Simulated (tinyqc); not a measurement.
# In-plane mass from two subband densities

Question. At zero temperature each occupied subband holds N_k = D (EF - E_k), D = md m0 q/(pi hbar^2) per eV. Two subbands are occupied. Find md, EF - E1 and EF - E2.

Constants: q = 1.602176634e-19 C, hbar = 1.054571817e-34 J s, m0 = 9.1093837015e-31 kg. Results are converted to the units shown.

N1, N2 (cm^-2): [1.2245607e12, 9.9e10]
E2 - E1 = 39.8 meV

Answer. N1 - N2 = D (E2 - E1) gives D and so md; each N_k/D is a distance to EF.

md = 0.06770 m0
EF - E1 = 43.30 meV
EF - E2 = 3.501 meV

Program tinyqc, `OMP_NUM_THREADS=1 python tinyqc.py 2140040 2140041 out.jsonl`; Intel Xeon 2.30GHz, shared host, one thread, about 0.2 s.
